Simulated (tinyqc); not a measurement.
# AlGaN/GaN HEMT with access regions, lumped model: effects of single changes

A polarisation-induced electron sheet under a Schottky gate, in series with two ungated access regions and contacts. Drift law v = mu E/(1 + mu E/vs) under the gate. Currents in mA/mm, resistances in ohm mm. No self-heating, no channel-length modulation; fits for polarisation, barrier and offset are chosen for the exercise.

Parameters, values chosen for the exercise; values close to those of AlGaN/GaN structures: aluminium share of the barrier x = 0.3; barrier thickness d = 12 nm; relative permittivity of barrier and channel eps_r = 9.1; channel mobility mu = 1200 cm^2/(V s); saturation velocity vs = 1.1e7 cm/s; gate length Lg = 0.25 um; source access length Ls = 1 um; drain access length Ld = 1.5 um; resistance of each contact Rc = 0.37 ohm mm; share of the drain-access electrons removed by traps ft = 0; gate voltage Vg = 0 V.

Constants: q = 1.602176634e-19 C, eps0 = 8.8541878128e-14 F/cm where lengths are in cm. Results are converted to the units shown.

Each table varies one quantity; the others keep the values above.

## Effect of the share of the drain-access electrons removed by traps

sigma = (5e13 x + 1.6e13 x^2) cm^-2, phiB = 0.84 + 1.3 x, dEc = 0.7 (1.71 x + x^2) in volts, Cb = eps0 eps_r/d, VT = phiB - dEc - q sigma/Cb, access density n0 = -Cb VT/q. Access resistance R(L, n) = L/(q mu n sqrt(1 - (I/(q n vs))^2)); Rs = Rc + R(Ls, n0), Rd = Rc + R(Ld, (1 - ft) n0). Vg' = Vg - I Rs, Vd' = Vd - I (Rs + Rd); with u = Vg' - VT, Vc = vs Lg/mu and w the smaller of Vd' and Vc [sqrt(1 + 2 u/Vc) - 1] (0 if negative), the channel gives (mu Cb/Lg)(u w - w^2/2)/(1 + w/Vc). I equals that channel current. Isat is I at Vd = 10 V, gm = dIsat/dVg, Ron the limit of Vd/I at small Vd.

The same in every row: VT (V) = -3.115; n0 (cm^-2) = 1.305e13.

Results:

| ft | Ron (ohm mm) | Isat (mA/mm) | gm (mS/mm) |
|---|---|---|---|
| 0 | 1.836 | 1060 | 373.6 |
| 0.1 | 1.902 | 1060 | 373.6 |
| 0.2 | 1.985 | 1060 | 373.6 |
| 0.3 | 2.092 | 1060 | 373.6 |
| 0.5 | 2.433 | 1060 | 373.6 |
| 0.6 | 2.732 | 908.9 | 0.8148 |
| 0.7 | 3.230 | 682.4 | 0.1476 |

Estimate the missing row, ft = 0.4.

Computed row:

| ft | Ron (ohm mm) | Isat (mA/mm) | gm (mS/mm) |
|---|---|---|---|
| 0.4 | 2.234 | 1060 | 373.6 |

With this row back in the table: As ft goes from 0 to 0.7, Ron rises from 1.84 to 3.23 ohm mm, Isat falls from 1060 to 682 mA/mm and gm falls from 374 to 0.148 mS/mm. The ceiling Cb vs is 739 mS/mm. In every row the power passes 5 W/mm, where self-heating, left out here, lowers the current. For ft = 0.6 to 0.7 the gated channel is not yet saturated at 10 V, because the access regions take the voltage, and gm drops.

## Effect of the gate length

Same model as above.

The same in every row: VT (V) = -3.115; n0 (cm^-2) = 1.305e13.

Results:

| Lg (um) | Ron (ohm mm) | Isat (mA/mm) | gm (mS/mm) |
|---|---|---|---|
| 0.05 | 1.756 | 1239 | 392.4 |
| 0.09 | 1.772 | 1188 | 388.3 |
| 0.16 | 1.800 | 1122 | 381.6 |
| 0.29 | 1.852 | 1037 | 370.3 |
| 0.52 | 1.943 | 933.9 | 352.9 |
| 0.93 | 2.107 | 812.1 | 327.5 |
| 3 | 2.931 | 529.4 | 248.0 |

Estimate the missing row, Lg = 1.7 um.

Computed row:

| Lg (um) | Ron (ohm mm) | Isat (mA/mm) | gm (mS/mm) |
|---|---|---|---|
| 1.7 | 2.413 | 669.8 | 291.2 |

With this row back in the table: As Lg goes from 0.05 to 3 um, Ron rises from 1.76 to 2.93 ohm mm, Isat falls from 1240 to 529 mA/mm and gm falls from 392 to 248 mS/mm. The ceiling Cb vs is 739 mS/mm. In every row the power passes 5 W/mm, where self-heating, left out here, lowers the current.

## Effect of the barrier thickness

Same model as above.

Results:

| d (nm) | VT (V) | n0 (cm^-2) | Ron (ohm mm) | Isat (mA/mm) | gm (mS/mm) |
|---|---|---|---|---|---|
| 8 | -1.807 | 1.136e13 | 1.999 | 716.4 | 451.5 |
| 11 | -2.788 | 1.275e13 | 1.862 | 987.1 | 391.6 |
| 14 | -3.769 | 1.354e13 | 1.797 | 1188 | 341.4 |
| 22 | -6.384 | 1.459e13 | 1.720 | 1536 | 251.7 |
| 27 | -8.019 | 1.494e13 | 1.698 | 1677 | 215.8 |
| 33 | -9.980 | 1.521e13 | 1.680 | 1805 | 184.3 |

Estimate the missing row, d = 18 nm.

Computed row:

| d (nm) | VT (V) | n0 (cm^-2) | Ron (ohm mm) | Isat (mA/mm) | gm (mS/mm) |
|---|---|---|---|---|---|
| 18 | -5.076 | 1.418e13 | 1.749 | 1387 | 290.1 |

With this row back in the table: As d goes from 8 to 33 nm, Ron falls from 2.00 to 1.68 ohm mm, Isat rises from 716 to 1810 mA/mm and gm falls from 452 to 184 mS/mm. VT falls from -1.81 to -9.98 V. In every row the power passes 5 W/mm, where self-heating, left out here, lowers the current. At d = 33 nm the barrier is thick and rich enough in aluminium to relax or crack.

Program tinyqc, `OMP_NUM_THREADS=1 python tinyqc.py 2570006 2570007 out.jsonl`; Intel Xeon 2.30GHz, shared host, one thread, about 0.02 s.
